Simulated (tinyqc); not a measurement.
From one set of inputs to another, one input at a time: field-effect mobility of a thin-film transistor with band-tail and deep states (multiple trapping). Computed by tinyqc, a small Python program. Command: `OMP_NUM_THREADS=1 python tinyqc.py 3018285 3018286 out.jsonl tft ladder`. One thread of a shared host (Intel(R) Xeon(R) Processor @ 2.30GHz), about 0.1 s of CPU time with the checks.

A thick film in accumulation at small drain voltage. Only free electrons move; trapped ones still screen the gate. N_c and mu_0 are held fixed when T changes, leaving out the T^(3/2) growth of N_c. x = E_0 - psi is the distance of the Fermi level below the band edge.

The inputs printed are set A. Set A is modelled on amorphous In2O3; the values taken over come from a set modelled on polycrystalline silicon. Inputs not listed in the table keep their values of set A, so the rows need not describe a real material.

Inputs (values chosen for the exercise, modelled on amorphous In2O3):

| quantity | value | unit |
|---|---|---|
| permittivity eps | 9 | - |
| effective density of states N_c | 4.2e+18 | 1/cm^3 |
| band mobility mu_0 | 63 | cm^2/(V s) |
| tail density at the edge g_t | 1.5e+20 | 1/(eV cm^3) |
| tail width E_t | 19 | meV |
| deep-state density g_d | 1.1e+16 | 1/(eV cm^3) |
| flat-band Fermi level below the edge, E_0 | 0.47 | eV |
| equivalent oxide thickness t | 13 | nm |
| surface band bending psi_s as a fraction of E_0 | 0.73 | - |
| temperature T | 250 | K |

Deep states: included.

Constants: k_B = 8.617333262e-05 eV/K; e = 1.602176634e-19 C; eps_0 = 8.8541878128e-12 F/m.

Method:
- F_j(eta) = int_0^infinity x^j/(1 + exp(x - eta)) dx, without a gamma-function factor.
- Integrals over x = E/(k_B T) use 160 Gauss-Legendre points in u = sqrt(x) from 0 to sqrt(max(eta, 0) + 32).
- Free n(x) = N_c (2/sqrt(pi)) F_1/2(-x/k_B T), with F_1/2 from its two-term series in exp(-x/k_B T) for x >= 12 k_B T; tail n_t(x) = int_0^1.2eV g_t exp(-E/E_t)/(1 + exp((x - E)/k_B T)) dE, E counted down from the edge, 120 Gauss-Legendre points; deep charge g_d psi; space charge rho(psi) = n + n_t + g_d psi less its value at psi = 0.
- Poisson: F(psi) = sqrt((2 e/(eps eps_0)) int_0^psi rho dpsi'); V_G - V_FB = psi_s + eps F(psi_s) t/3.9; free sheet density N_f = int (n - n(E_0))/F dpsi; induced sheet density N_i = eps eps_0 F(psi_s)/e; trapezoid rule on 301 even points in psi, the first interval left out of N_f.
- mu_eff = mu_0 N_f/N_i; field-effect mobility mu_FE = mu_0 e (dN_f/dV_G)/C_ox and swing S = dV_G/dlog10(N_f), by a central difference of +/- 2 mV in psi_s; C_ox = 3.9 eps_0/t.

Each row keeps all changes above it:

| input moved | from | to | swing S (mV/decade) | free sheet density N_f (1/cm^2) | field-effect mobility mu_FE (cm^2/(V s)) |
|---|---|---|---|---|---|
| set A | - | - | 140.30 | 1.2364e+10 | 7.715 |
| tail density at the edge g_t (1/(eV cm^3)) | 1.5e+20 | 4.1e+20 | 205.40 | 9.9737e+09 | 4.251 |
| equivalent oxide thickness t (nm) | 13 | 22 | 298.41 | 9.9737e+09 | 4.951 |
| effective density of states N_c (1/cm^3) | 4.2e+18 | 2.8e+19 | 391.43 | 5.8409e+10 | 22.104 |
| tail width E_t (meV) | 19 | 35 | 613.93 | 2.2129e+10 | 5.341 |
| permittivity eps | 9 | 11.7 | 690.09 | 2.5231e+10 | 5.418 |
| deep-state density g_d (1/(eV cm^3)) | 1.1e+16 | 1.9e+16 | 679.91 | 2.4763e+10 | 5.397 |
| band mobility mu_0 (cm^2/(V s)) | 63 | 170 | 679.91 | 2.4763e+10 | 14.562 |

Where does the difference come from?

Swing S goes from 140 to 680, a factor 4.85 in all. The largest single move comes from tail width E_t (a factor 1.57). Free sheet density N_f goes from 1.24e10 to 2.48e10, a factor 2.00 in all. The largest single move comes from effective density of states N_c (a factor 5.86), and tail width E_t works against it (a factor 0.379). Field-effect mobility mu_FE goes from 7.71 to 14.6, a factor 1.89 in all. The largest single move comes from effective density of states N_c (a factor 4.46), and tail width E_t works against it (a factor 0.242). The single moves hold for this order of the switches; the total does not depend on the order.

Extremes, crossings and ranges named in words are read from the listed rows.
